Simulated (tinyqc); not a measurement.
Inside a calculation. Method: FCI on RHF in the 6-311g basis, for H-, spin multiplicity 1. The basis has no diffuse functions, so it cannot describe the extra electron: this is an exercise in the method, not the real anion. One step of it, computed by the program tinyqc.

Task: FCI: determinants and Hamiltonian. Slater-Condon rules over spin orbitals, with the nuclear repulsion added and E(HF) subtracted on the diagonal.

one-electron integrals over orbitals h = C^T H C (hartree), lower triangle:
```
,1,2,3
1,-0.462958
2,-0.131518,0.000966
3,0.034441,0.148299,1.874628
```

Two-electron integrals over orbitals (pq|rs), unique and non-zero (hartree):
```
p,q,r,s,(pq|rs)
1,1,1,1,0.459245
2,1,1,1,0.131518
2,1,2,1,0.102796
2,2,1,1,0.420424
2,2,2,1,0.120042
2,2,2,2,0.396446
3,1,1,1,-0.034441
3,1,2,1,-0.050137
3,1,2,2,-0.050440
3,1,3,1,0.077965
3,2,1,1,-0.099218
3,2,2,1,-0.084884
3,2,2,2,-0.101309
3,2,3,1,0.082157
3,2,3,2,0.106288
3,3,1,1,0.585452
3,3,2,1,0.253060
3,3,2,2,0.554751
3,3,3,1,-0.175866
3,3,3,2,-0.271735
3,3,3,3,1.026164
```

nuclear repulsion = 0 hartree

Hartree-Fock energy = -0.46667188 hartree

Give: determinants; H - E(HF) between determinants.

Result:

Occupation strings over the orbitals (2 doubly, a alpha, b beta, 0 empty; spin orbitals ordered 1a 1b 2a 2b ...): 200 ab0 a0b ba0 b0a 020 0ab 0ba 002

H - E(HF) between determinants (hartree), lower triangle:
```
,200,ab0,a0b,ba0,b0a,020,0ab,0ba,002
200,0.0000
ab0,0.0000,0.4251
a0b,0.0000,0.0491,2.4638
ba0,0.0000,-0.1028,0.0501,0.4251
b0a,0.0000,0.0501,-0.0780,0.0491,2.4638
020,0.1028,-0.0115,-0.0849,0.0115,0.0849,0.8650
0ab,-0.0501,-0.0849,0.1215,0.0160,-0.0822,0.0470,2.8970
0ba,0.0501,0.0160,-0.0822,-0.0849,0.1215,-0.0470,-0.1063,2.8970
002,0.0780,0.0822,-0.1414,-0.0822,0.1414,0.1063,-0.1234,0.1234,5.2421
```
